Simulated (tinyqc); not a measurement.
# Changing the level that defines the junction C_B

Model: sputter depth profiling of a dopant layer: erosion rate, quantification and the mixing-roughness response. Computed by tinyqc, a small Python program. Command: `OMP_NUM_THREADS=1 python tinyqc.py 3000386 3000387 out.jsonl sims sweep`. One thread of a shared host (Intel(R) Xeon(R) Processor @ 2.30GHz), about 0.05 s of CPU time with the checks.

A rastered ion beam erodes silicon (49.94 atoms per nm^3). The measured profile is the true one convolved with a depth response.

Inputs (values chosen for the exercise, modelled on a dopant in silicon under an oxygen or caesium beam):

| quantity | value | unit |
|---|---|---|
| beam energy E | 0.98 | keV |
| beam current | 470 | nA |
| raster side | 250 | um |
| sputter yield at 1 keV | 0.78 | - |
| mixing length at 1 keV | 1.7 | nm |
| roughness sigma | 1.2 | nm |
| depth of the layer z0 | 57 | nm |
| sheet density Q | 2.9e+12 | 1/cm^2 |
| relative sensitivity factor RSF | 1.6e+21 | 1/cm^3 |
| matrix count rate | 890000 | 1/s |
| background count rate | 5 | 1/s |
| counting time per point | 1 | s |

True profile: delta layer.

Constants: e = 1.602176634e-19 C.

Method:
- Scaling chosen for the exercise: yield Y = Y1 E^0.5, mixing length w = w1 E^0.5 (E in keV).
- Erosion rate = Y I/(e x raster^2 x density); depth step = rate x counting time; concentration = RSF x counts/matrix counts; detection limit = RSF x 3 sqrt(background x time)/(matrix rate x time).
- Mixing alone turns a layer at z0 into (1/w) exp(-(z - z0 + w)/w) for z > z0 - w; roughness adds a Gaussian of width sigma. With x = z - z0 + w: g(x) = (1/(2w)) exp(sigma^2/(2 w^2) - x/w) erfc((sigma/w - x/sigma)/sqrt2), and its integral G(x) = (1/2) erfc(-x/(sigma sqrt2)) - w g(x). Measured: Q g(x), 1 nm = 1e-7 cm.
- Find the maximum, the full width at half maximum and the deep point where the profile falls to C_B; far down, the trailing edge decays by w ln(10) per decade.

One run for each value:

| level that defines the junction C_B (1/cm^3) | apparent junction depth (nm) |
|---|---|
| 1.00e+15 | 72.161 |
| 3.00e+15 | 70.312 |
| 1.00e+16 | 68.286 |
| 3.00e+16 | 66.437 |
| 1.00e+17 | 64.411 |
| 3.00e+17 | 62.562 |
| 1.00e+18 | 60.536 |

Over the rows, apparent junction depth (nm) falls from 72.2 to 60.5 (exponent d ln y / d ln x -0.024 between the first rows and -0.027 between the last). Each decade down in C_B adds w ln(10) = 3.88 nm in the exponential tail. Left out: 3.00e18 (the peak is near the junction level, or the box is flat-topped). Left out: 1.00e19 (no root in the searched range).

Caution (rows 1.00e15, 3.00e15, 1.00e16): C_B lies below the detection limit, so this point could not be measured.

Extremes, crossings and ranges named in words are read from the listed rows.
